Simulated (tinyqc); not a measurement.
Eight-band Kane k.p model: one step. Derived values. Three cases, with inputs chosen for the exercise.

Question. P = sqrt(Ep c); A = 1/me - Ep (Eg + 2 Dso/3)/(Eg (Eg + Dso)) keeps the electron mass; g1' = g1 - Ep/(3 Eg), g2' = g2 - Ep/(6 Eg), g3' = g3 - Ep/(6 Eg) remove the coupling to S that the Luttinger values already hold; L = -c (g1' + 4 g2'), M = -c (g1' - 2 g2'), N = -6 c g3'. c = hbar^2/2m0.

Constants: hbar^2/2m0 = 3.80998211 eV angstrom^2.

Give: P; A; g1', g2', g3'; L, M, N.

Case 1.

Values chosen (near those of InP; shifted at random, so the results belong to these values and not to a real crystal): Eg = 1.457 eV (gap at Gamma to the s-like level); Dso = 0.113 eV (spin-orbit splitting); Ep = 21.2 eV (Kane energy); me = 0.0767 m0 (electron mass at Gamma); g1 = 5.06 (Luttinger gamma1); g2 = 1.58 (gamma2); g3 = 2.12 (gamma3).

Answer.

P = 8.9873 eV angstrom
A = -1.1635

g1', g2', g3': 0.2099  -0.8451  -0.3051

L, M, N (eV angstrom^2): 12.0793  -7.2390  6.9740

The coupling to the valence bands supplies 14.20, against 1/me = 13.04; A makes up the difference. The diagonal terms in A and L bend towards the gap, so the set should be tested for spurious states at large k.

Case 2.

Values chosen (near those of InSb; shifted at random, so the results belong to these values and not to a real crystal): Eg = 0.227 eV (gap at Gamma to the s-like level); Dso = 0.778 eV (spin-orbit splitting); Ep = 23.4 eV (Kane energy); me = 0.013 m0 (electron mass at Gamma); g1 = 34.87 (Luttinger gamma1); g2 = 15.43 (gamma2); g3 = 16.6 (gamma3).

Answer.

P = 9.4421 eV angstrom
A = 0.4394

g1', g2', g3': 0.5088  -1.7506  -0.5806

L, M, N (eV angstrom^2): 24.7409  -15.2780  13.2728

The coupling to the valence bands supplies 76.48, against 1/me = 76.92; A makes up the difference. The diagonal term in L bends towards the gap, so the set should be tested for spurious states at large k.

Case 3.

Values chosen (near those of InAs; shifted at random, so the results belong to these values and not to a real crystal): Eg = 0.416 eV (gap at Gamma to the s-like level); Dso = 0.383 eV (spin-orbit splitting); Ep = 22.1 eV (Kane energy); me = 0.0267 m0 (electron mass at Gamma); g1 = 20.01 (Luttinger gamma1); g2 = 8.44 (gamma2); g3 = 9.19 (gamma3).

Answer.

P = 9.1761 eV angstrom
A = -7.1833

g1', g2', g3': 2.3017  -0.4142  0.3358

L, M, N (eV angstrom^2): -2.4574  -11.9252  -7.6771

The coupling to the valence bands supplies 44.64, against 1/me = 37.45; A makes up the difference. The diagonal term in A bends towards the gap, so the set should be tested for spurious states at large k.

Computed by tinyqc, one run a case: `OMP_NUM_THREADS=1 python tinyqc.py N N+1 out.jsonl` with N = 1081281, 1081339, 1081419; one thread of a shared Intel(R) Xeon(R) Processor @ 2.30GHz, about 0.05 s a run at most.
